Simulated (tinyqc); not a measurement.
# Electron density from the filling shift

Question. At zero temperature the Burstein-Moss shift of one parabolic valley is (C/me + C/mh) kF^2 with kF = (3 pi^2 n)^(1/3), C = hbar^2/(2 m0). Find kF and n.

Inputs (values chosen for the exercise):
- me = 0.0808 m0 (electron mass)
- mh = 0.611 m0 (hole mass)

Constants: q = 1.602176634e-19 C, hbar = 1.054571817e-34 J s, m0 = 9.1093837015e-31 kg, hbar^2/(2 m0) = 0.0380998212 eV nm^2. Results are converted to the units shown.

filling shift = 337.82947 meV

Solution. The shift gives kF^2, and n = kF^3/(3 pi^2).

kF = 0.7955 1/nm
n = 1.700e19 cm^-3

Computed by the program tinyqc: `OMP_NUM_THREADS=1 python tinyqc.py 2330092 2330093 out.jsonl`, one thread of a shared Intel Xeon 2.30GHz, about 0.01 s for the whole run.
